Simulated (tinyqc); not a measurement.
Formation energy of a charged point defect from supercell energies: one step, computed by the program tinyqc.

The host is a compound AB. Making the defect adds n_A = -1, n_B = 0 atoms to the cell. All total energies are inputs. E_F is counted from the valence-band maximum (VBM); x = 0 is A-rich and x = 1 B-rich growth.

Task: Transition levels and the lower envelope. eps(q/q') = [E_f(q', 0) - E_f(q, 0)]/(q - q'). U of state q is eps(q/q-1) - eps(q+1/q). The stable state at each E_F is the lowest line E_f(q, 0) + q E_F.

Inputs (values chosen for the exercise, for a model compound AB): gap E_g = 1.46 eV; dielectric constant eps = 13.3; cell length L = 13.2 angstrom.

Defect: vacancy of A. Supercell lattice: sc.

charge states q: 3  2  1  0

E_f(q, 0) (eV): (q=+3) 0.944084, (q=+2) 1.421287, (q=+1) 2.025209, (q=0) 3.360850

Give: One-electron levels above the VBM (eV); Stable states.

Result:

One-electron levels above the VBM (eV):
```
level    energy  U of the state between this level and the next
(+3/+2)  0.4772                                         0.12672
(+2/+1)  0.6039                                         0.73172
(+1/0)   1.3356                                               -
```

Stable states:
```
q   from E_F (eV)  to E_F (eV)
+3         0.0000       0.4772
+2         0.4772       0.6039
+1         0.6039       1.3356
0          1.3356       1.4600
```

Stable in the gap, from the VBM up: +3, +2, +1, 0. Caution: the largest image-charge correction in these energies, q^2 alpha e^2/(8 pi eps_0 eps L) with alpha = 2.837297, exceeds a quarter of the gap; the point-charge term alone is then a rough estimate, usually too large for a charge that is spread out.
